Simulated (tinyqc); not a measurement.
Switching kinetics of a ferroelectric film and the memory window of a ferroelectric gate stack: one step, computed by the program tinyqc. Command: `OMP_NUM_THREADS=1 python tinyqc.py 3008273 3008274 out.jsonl feswitch walk`. One thread of a shared host (Intel(R) Xeon(R) Processor @ 2.30GHz), about 0.01 s of CPU time with the checks.

Fields in MV/cm; 1 microcoulomb/cm^2 over eps_0 is 11.29409 MV/cm. In the stack (metal, ferroelectric, interlayer, channel) the channel is taken as a conductor.

Question. Fields in the stack. Series stack: V = E_F t_F + E_I t_I and eps_I E_I = eps_F E_F + (1 - s) P/eps_0. Before switching P = -P_r, after it P = +P_s; in retention V = 0 and P = +P_r.

Inputs (values chosen for the exercise, for a model film): saturation polarisation P_s = 20 microcoulomb/cm^2; ratio P_r/P_s = 0.76; coercive field E_c = 1.5 MV/cm; permittivity of the ferroelectric eps_F = 25; thickness t_F = 17 nm; permittivity of the interlayer eps_I = 5.5; interlayer thickness t_I = 1.4 nm; share s of P screened by trapped charge = 0.89; pulse height V = 6.5 V; breakdown field of the interlayer = 10 MV/cm.

Give: E_F before switching; E_F after switching; E_I after switching; depolarising field in retention; depolarising field over E_c.

Answer.

E_F before switching = 2.988 MV/cm

E_F after switching = 2.511 MV/cm

E_I after switching = 15.93 MV/cm

depolarising field in retention = 0.2057 MV/cm

depolarising field over E_c = 0.1372

Caution: the interlayer field exceeds its breakdown field, so charge injection would change the fields.
